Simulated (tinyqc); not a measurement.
Thin-film optics by transfer matrices: one step. Reflection and transmission. The numbers come from values chosen for the exercise (indices near those of resist on Al).

Indices N = n + i k. Snell: N0 sin(theta) = N_j sin(theta_j), with Im(N_j cos theta_j) >= 0. Admittance y_j = N_j cos theta_j for s and N_j/cos theta_j for p. Phase delta_j = 2 pi N_j cos theta_j d_j/lambda. Layer matrix [[cos delta, -i sin delta/y], [-i y sin delta, cos delta]], multiplied from the top down to M. (B, C) = M (1, y_sub); r = (y0 B - C)/(y0 B + C), R = |r|^2, T = 4 Re y0 Re y_sub/|y0 B + C|^2, absorbed in the films 1 - R - T.

M:
```
            1           2
1   -0.075913  -0.554298i
2  -1.793688i   -0.075913
```

y_j: ambient 1.414214, film 1 1.798879, substrate 1.391976+7.382607i

Question. Close the stack on the substrate.

Give: B, C; r; R; T into the substrate; absorbed in the films.

Answer.

B, C: 4.0163-0.7716i  -0.1057-2.3541i

r = 0.6497+0.6281i
R = 0.8166
T into the substrate = 0.1834
absorbed in the films = 0.0000

The bare substrate would reflect 0.8738.

Program tinyqc; command `OMP_NUM_THREADS=1 python tinyqc.py 1651475 1651476 out.jsonl`; about 0.02 s on one thread of a shared Intel(R) Xeon(R) Processor @ 2.30GHz.
